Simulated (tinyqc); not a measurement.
Changing the power supplied per electron P: decay of LO phonons and the hot-phonon bottleneck in the cooling of electrons. Computed by tinyqc, a small Python program. Command: `OMP_NUM_THREADS=1 python tinyqc.py 3001830 3001831 out.jsonl hotphonon sweep`. One thread of a shared host (Intel(R) Xeon(R) Processor @ 2.30GHz), about 0.02 s of CPU time with the checks.

n(E, T) = 1/(exp(E/(k_B T)) - 1) is the Bose occupation. Electrons have a temperature T_e; the LO modes within their reach share one occupation N; the decay products stay at the lattice temperature.

Inputs (values chosen for the exercise, modelled on gallium arsenide):

| quantity | value | unit |
|---|---|---|
| LO energy hbar omega | 36.4 | meV |
| lifetime at T = 0, tau_0 | 8.1 | ps |
| weight b of the three-phonon channel | 0.2 | - |
| lattice temperature T | 500 | K |
| electron mass m* | 0.0673 | m_0 |
| eps_inf | 10.8 | - |
| static dielectric constant eps_s | 12.6 | - |
| electron density n | 1.3e+17 | 1/cm^3 |
| density of LO modes that the electrons reach, N_m | 8.8e+18 | 1/cm^3 |

Decay channel: two equal phonons plus a three-phonon channel.

Constants: k_B = 8.617333262e-05 eV/K; c = 299792458 m/s; e^2/(4 pi eps_0) = 14.39964548 eV angstrom; hbar^2/(2 m_0) = 3.80998212 eV angstrom^2; hbar = 6.582119569e-16 eV s; e = 1.602176634e-19 C.

Method:
- Decay rate 1/tau = (1/tau_0) [1 + 2 n_2 + b (1 + 3 n_3 + 3 n_3^2)]/(1 + b), n_2 = n(hbar omega/2), n_3 = n(hbar omega/3).
- Full width Gamma = 1/(2 pi c tau) in 1/cm, c in cm/s.
- Froehlich coupling alpha = (e^2/(4 pi eps_0)) (1/eps_inf - 1/eps_s) k_0/(2 hbar omega), k_0 = sqrt(m* hbar omega/(hbar^2/(2 m_0))); emission time tau_sp = hbar/(2 alpha hbar omega); bottleneck ratio r = (n/N_m) tau/tau_sp.
- Net emission per electron: [(N + 1) x - N]/tau_sp with x = exp(-hbar omega/(k_B T_e)), a simple two-level balance; steady state of the modes: n [(N + 1) x - N]/tau_sp = N_m (N - N_0)/tau; power per electron P = hbar omega [(N + 1) x - N]/tau_sp.
- With p = P tau_sp/(hbar omega): N = N_0 + r p and x = (p + N)/(N + 1); without hot phonons N = N_0. The mode temperature T_LO solves n(hbar omega, T_LO) = N.

One run for each value:

| power supplied per electron P (nW) | electron temperature T_e (K) | T_e without hot phonons (K) | mode temperature T_LO (K) | LO occupation N |
|---|---|---|---|---|
| 0.012 | 500.2 | 500.2 | 500.0 | 0.7533 |
| 0.023 | 500.4 | 500.4 | 500.0 | 0.7533 |
| 0.044 | 500.8 | 500.8 | 500.0 | 0.7534 |
| 0.084 | 501.6 | 501.5 | 500.1 | 0.7534 |
| 0.160 | 503.1 | 502.9 | 500.1 | 0.7536 |
| 0.310 | 506.0 | 505.7 | 500.3 | 0.7539 |
| 0.590 | 511.5 | 511.0 | 500.5 | 0.7544 |
| 1.100 | 521.7 | 520.7 | 501.0 | 0.7554 |
| 2.200 | 544.4 | 542.4 | 501.9 | 0.7576 |

What does the table show?

Over the rows, electron temperature T_e (K) rises from 500 to 544 (exponent d ln y / d ln x 6.5e-4 between the first rows and 0.062 between the last); T_e without hot phonons (K) rises from 500 to 542 (exponent d ln y / d ln x 6.2e-4 between the first rows and 0.059 between the last); mode temperature T_LO (K) rises from 500.0 to 501.9.
